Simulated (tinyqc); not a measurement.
Charge-trap memory cell: effect of the gate voltage.

Channel, tunnel oxide, storage layer, blocking layer, gate. N electrons per area sit in a sheet at the centroid and shift the threshold by U = (q/eps0) N (tb/eb + xc tn/en). EOT = t1 + 3.9 (tn/en + tb/eb); tunnel field F = (Vg - U)/EOT; dN/dt = eta (J/q)(1 - N/Nm). Fowler-Nordheim: J = A F^2 exp(-B/F), A = q^2/(16 pi^2 hbar mo phi) (times 1e14 for A/cm^2 with F in V/nm, emitter mass m0), B = (4/3) sqrt(mo/C) phi^1.5, C = hbar^2/(2 m0).

After 1e-5 s. The rate equation is integrated from N = 0 to the digits shown; blocking field (3.9 F + q N/eps0)/eb.

Values chosen for this exercise; oxide values close to those of silicon dioxide, storage layer close to silicon nitride, blocking layer close to silicon dioxide: tunnel barrier phi = 3.04 eV; tunnelling mass mo = 0.41 m0; tunnel oxide (permittivity 3.9) t1 = 4.1 nm; storage layer tn = 6.2 nm; its relative permittivity en = 7.1; blocking layer tb = 7.1 nm; its relative permittivity eb = 3.9; charge centroid, share of tn counted from the blocking side xc = 0.36; capture efficiency of an empty layer eta = 0.47; trap density Nm = 2.2e13 cm^-2.

Constants: q = 1.602176634e-19 C, hbar = 1.054571817e-34 J s, m0 = 9.1093837015e-31 kg, eps0 = 8.8541878128e-14 F/cm where lengths are in cm, hbar^2/(2 m0) = 0.0380998212 eV nm^2. Results are converted to the units shown.

Results:
```
Vg (V),N/Nm,U (V),F (V/nm),blocking field (V/nm)
14.1,0.005459,0.04640,0.9622,0.9678
15,0.02289,0.1945,1.014,1.037
15.8,0.06058,0.5149,1.047,1.108
16.7,0.1297,1.102,1.068,1.200
18.4,0.2967,2.521,1.087,1.390
19.2,0.3792,3.223,1.094,1.481
20.1,0.4716,4.008,1.102,1.583
```

Estimate the missing row, Vg = 17.5 V.

Computed row:
```
Vg (V),N/Nm,U (V),F (V/nm),blocking field (V/nm)
17.5,0.2054,1.746,1.079,1.288
```

With this row back in the table: U rises from 0.0464 to 4.01 V; the slope between neighbouring rows is at most 0.877 and 0.873 between the last two rows. In the upper rows it falls short of the 1 of a floating gate because capture weakens as the traps fill (47.2 % in the last row); where little charge has entered in the time given, the slope is small in any case. The blocking field reaches 15.8 MV/cm, where electrons may escape to the gate, which the model leaves out.

Range of the model: The Fowler-Nordheim form needs F t1 above phi; trap-assisted paths and leakage through the blocking layer are left out.

Program tinyqc, `OMP_NUM_THREADS=1 python tinyqc.py 2130012 2130013 out.jsonl`; Intel Xeon 2.30GHz, shared host, one thread, about 0.03 s.
